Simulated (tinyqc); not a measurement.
Avalanche multiplication and breakdown of a junction from ionisation integrals: one step, computed by the program tinyqc.

Ionisation coefficients follow the local field. Position x runs through the depletion layer from the p side (x = 0), where electrons enter, to the n side (x = w), where holes enter. The built-in voltage is neglected.

Problem. Breakdown. alpha_n = a_n exp(-(b_n/F)^c), alpha_p = a_p exp(-(b_p/F)^c). Field F = F_m - e N x/(eps eps_0) over the layer, w = W, V = F_m W - e N W^2/(2 eps eps_0); valid while F > 0 at x = W. With Phi(x) = int_0^x (alpha_n - alpha_p) dx': 1 - 1/M_n = I_n = int_0^w alpha_n exp(-Phi) dx and M_p = M_n exp(-Phi(w)); trapezoid rule on 401 even points; breakdown at I_n = 1. Solve I_n(F_m) = 1.

Inputs (values chosen for the exercise, modelled on silicon):
```
quantity                               value        unit
electron prefactor a_n                729000        1/cm
electron field b_n                  1.21e+06        V/cm
hole prefactor a_p                  1.47e+06        1/cm
hole field b_p                      2.08e+06        V/cm
exponent c                                 1           -
permittivity eps                        11.7           -
doping N of the lightly doped side   2.5e+16      1/cm^3
layer width W                           0.11  micrometre
```

Junction: punch-through p+ n- n+.

Constants: e = 1.602176634e-19 C; eps_0 = 8.8541878128e-12 F/m.

Give: critical field F_m; width at breakdown; breakdown voltage.

Solution.

critical field F_m = 0.6915 MV/cm

width at breakdown = 0.11 micrometre

breakdown voltage = 7.373 V

Caution: in a layer this thin the dead space before a carrier can ionise, and tunnelling, make the local model unreliable.
